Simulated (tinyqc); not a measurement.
Implanted layer, carriers, mobility and sheet resistance: one step of the calculation.

A p-type layer from the surface x = 0 to the junction xj, N(x) = N0 exp(-(x - Rp)^2/(2 sg^2)). Local neutrality (no depletion at surface or junction, no spilling of carriers), intrinsic carriers neglected, full ionisation of active dopants.

Problem. Junction depth and local values. xj = Rp + sg sqrt(2 ln(N0/Nb)); 13 equal steps from 0 to xj. Active dopant A = min(N, Ns); p = A - Nb; mobility mu = m1 + (m2 (T/300 K)^(-bt) - m1)/(1 + ((A + Nb)/Nr)^am).

Parameters, values chosen for the exercise; values close to those of boron in silicon over an n-type background: temperature T = 400 K; background doping of the opposite type Nb = 1.1e14 cm^-3; peak chemical concentration N0 = 2e20 cm^-3; mobility limit at high doping m1 = 43.7 cm^2/(V s); mobility limit at low doping, at 300 K m2 = 456 cm^2/(V s); reference doping of the mobility law Nr = 2.23e17 cm^-3; exponent of the mobility law am = 0.742; temperature exponent of m2 bt = 1.8; solubility limit of active dopant Ns = 1.92e20 cm^-3; straggle after annealing sg = 11 nm; projected range Rp = 11 nm.

Give: xj; x; N; A; p; mu.

Solution.

xj = 70.06 nm

```
point  x (nm)  N (cm^-3)  A (cm^-3)  p (1e20 cm^-3)  mu (cm^2/(V s))
0        0.00   1.213e20   1.213e20           1.213            45.81
1        5.39   1.756e20   1.756e20           1.756            45.31
2       10.78   2.000e20   1.920e20           1.920            45.20
3       16.17   1.791e20   1.791e20           1.791            45.28
4       21.56   1.262e20   1.262e20           1.262            45.75
5       26.95   6.994e19   6.994e19           0.699            46.86
6       32.34   3.049e19   3.049e19           0.305            49.48
7       37.72   1.046e19   1.046e19           0.105            56.11
8       43.11   2.820e18   2.820e18           0.028            73.81
9       48.50   5.984e17   5.984e17           0.006            117.7
10      53.89   9.988e16   9.988e16           0.001            190.7
11      59.28   1.311e16   1.311e16           0.000            246.7
12      64.67   1.354e15   1.354e15           0.000            266.3
13      70.06   1.100e14   1.100e14           0.000            270.4
```

Program tinyqc, `OMP_NUM_THREADS=1 python tinyqc.py 2110129 2110130 out.jsonl`; Intel Xeon 2.30GHz, shared host, one thread, about 0.01 s.
